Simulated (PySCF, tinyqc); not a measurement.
Worked calculation: RHF in the 6-31g basis, for H3-, spin multiplicity 1. The basis has no diffuse functions, so it cannot describe the extra electron: this is an exercise in the method, not the real anion. This run ends on a higher stationary point, not on the lowest solution. The lowest restricted solution is unstable here: a spin-polarised one lies 0.0785 hartree lower (PySCF). One step of it, computed by the program tinyqc.

Question. Iteration 3: DIIS coefficients. Solve [B -1; -1 0][c; lambda] = [0; -1] for the coefficients, which sum to one.

B (overlaps of the stored error matrices):
```
,1,2,3
1,4.3463520e+00,2.6313909e+00,1.4021024e+00
2,2.6313909e+00,1.6179341e+00,8.6042992e-01
3,1.4021024e+00,8.6042992e-01,4.6098267e-01
```

Give: DIIS coefficients.

Answer.

DIIS coefficients: -0.1922  -0.6701  1.8623
